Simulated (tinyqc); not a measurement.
From results back to parameters: bond-orbital model of a tetrahedral semiconductor (Harrison's universal couplings). Five cases, with inputs chosen for the exercise.

Problem. In the bond-orbital model the bond-antibond splitting is 2 sqrt(V2^2 + V3^2), Z* = 4 ap - (Z - 4) with ap = V3/sqrt(V2^2 + V3^2), and V2 = 3.22 x 2c/d^2, c = hbar^2/2m0. The values below come from a hidden bond length and V3.

Constants: hbar^2/2m0 = 3.80998211 eV angstrom^2.

Find: V2, V3; d.

Method. ap = (Z* + Z - 4)/4; V3 = ap times half the splitting, V2 = sqrt(1 - ap^2) times it, and d = sqrt(6.44 c/V2).

Case 1.

Values chosen (out of a larger set: near tabulated values for InAs; the model gives trends, and its gaps can be far from the real ones; not measured data): Z = 5 (valence electrons of the anion).

splitting = 8.69684 eV
Z* = 1.24104 e

Solution.

V2, V3 (eV): 3.602  2.436

d = 2.610 angstrom

Case 2.

Values chosen (out of a larger set: near tabulated values for AlN; the model gives trends, and its gaps can be far from the real ones; not measured data): Z = 5 (valence electrons of the anion).

splitting = 17.03321 eV
Z* = 1.36479 e

Solution.

V2, V3 (eV): 6.869  5.035

d = 1.890 angstrom

Case 3.

Values chosen (out of a larger set: near tabulated values for ZnSe; the model gives trends, and its gaps can be far from the real ones; not measured data): Z = 6 (valence electrons of the anion).

splitting = 11.91691 eV
Z* = 0.93113 e

Solution.

V2, V3 (eV): 4.055  4.366

d = 2.460 angstrom

Case 4.

Values chosen (out of a larger set: near tabulated values for GaN; the model gives trends, and its gaps can be far from the real ones; not measured data): Z = 5 (valence electrons of the anion).

splitting = 16.26903 eV
Z* = 1.39228 e

Solution.

V2, V3 (eV): 6.519  4.865

d = 1.940 angstrom

Case 5.

Values chosen (out of a larger set: near tabulated values for CdTe; the model gives trends, and its gaps can be far from the real ones; not measured data): Z = 6 (valence electrons of the anion).

splitting = 9.49204 eV
Z* = 1.03939 e

Solution.

V2, V3 (eV): 3.085  3.606

d = 2.820 angstrom

Computed by tinyqc, one run a case: `OMP_NUM_THREADS=1 python tinyqc.py N N+1 out.jsonl` with N = 1481849, 1481931, 1482076, 1482101, 1482117; one thread of a shared Intel(R) Xeon(R) Processor @ 2.30GHz, about 0.01 s a run at most.
